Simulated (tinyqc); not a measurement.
Worked calculation: shallow donor in an anisotropic valley (effective-mass theory). Values are carried at full precision from step to step, so a last printed digit may differ when a step is redone from the rounded ones.

Constants: Ry = 13.60569312 eV; a0 (Bohr radius) = 0.5291772105 angstrom; hbar^2/2m0 = 3.80998211 eV angstrom^2; e^2/(4 pi eps0) = 14.39964547 eV angstrom.

Inputs chosen for the exercise (near those of 3C SiC; the results hold for these values, not for the real material):
```
symbol  value  unit      meaning
ml      0.666  m0        longitudinal mass
mt      0.249  m0        transverse mass
eps     9.4              dielectric constant
a       13.7   angstrom  trial radius across the axis
b       10.3   angstrom  trial radius along the axis
```

## Hydrogen-like estimates

Ry* = Ry m/eps^2 and a* = a0 eps/m for four choices of one mass: mt, the conductivity mass 3/(1/ml + 2/mt), the density-of-states mass (ml mt^2)^(1/3), and ml.

Estimates:
```
mass               m (m0)  Ry* (meV)  a* (angstrom)
mt                 0.2490      38.34          19.98
conductivity       0.3147      48.45          15.81
density of states  0.3456      53.22          14.39
ml                 0.6660     102.55           7.47
```

## Energy of one trial function

One valley: H = -c [(d2/dx2 + d2/dy2)/mt + (d2/dz2)/ml] - q/(eps r), c = hbar^2/2m0, q = e^2/(4 pi eps0). Trial function exp(-sqrt((x^2 + y^2)/a^2 + z^2/b^2)) with a > b: T = (c/3)(2/(mt a^2) + 1/(ml b^2)), V = -(q/eps) atan(u/b)/u, u = sqrt(a^2 - b^2). The central cell of the impurity is left out.

Evaluate T, V and E. Scaling both radii by f changes T to T/f^2 and V to V/f, so the best factor is f = -2T/V, with energy -V^2/(4T).

T = 72.323 meV
V = -122.094 meV
E = -49.771 meV
best scale factor = 1.1847
energy after scaling = -51.529 meV

The virial ratio -V/T is 1.688; it is 2 at the best scale. Scaling gains 1.758 meV.

## Scan over the shape

For each ratio b/a = 0.2, 0.3, ..., 0.9 the best scale follows from a = -2 T1/V1, with T1 and V1 taken at a = 1 angstrom.

Scan:
```
b/a  a (angstrom)  b (angstrom)  E (meV)
0.2         54.06         10.81  -19.803
0.3         30.88          9.26  -32.924
0.4         22.83          9.13  -42.435
0.5         19.25          9.62  -48.114
0.6         17.46         10.47  -50.860
0.7         16.52         11.56  -51.642
0.8         16.04         12.84  -51.199
0.9         15.84         14.26  -50.029
```

The best listed ratio is 0.7; (mt/ml)^(1/2) = 0.61 and (mt/ml)^(1/3) = 0.72 are common guesses.

## The minimum

Minimise over a and b. The Mott estimate n_c = (0.25/a_m)^3 uses a_m = (a^2 b)^(1/3); 1/angstrom^3 = 1e24/cm^3.

a = 16.48 angstrom
b = 11.63 angstrom
E = -51.644 meV
a_m = 14.67 angstrom
n_c = 4.94 x 1e18/cm^3

b/a = 0.706. The binding energy is 1.347 times Ry*(mt). The central cell of a real donor shrinks the orbit and raises n_c.

## Checks

- Energy from 21 anisotropic Gaussians against the two-parameter function, meV: -51.66 against -51.64.

tinyqc: `OMP_NUM_THREADS=1 python tinyqc.py 1251609 1251610 out.jsonl`; about 0.01 s, one thread, shared Intel(R) Xeon(R) Processor @ 2.30GHz.
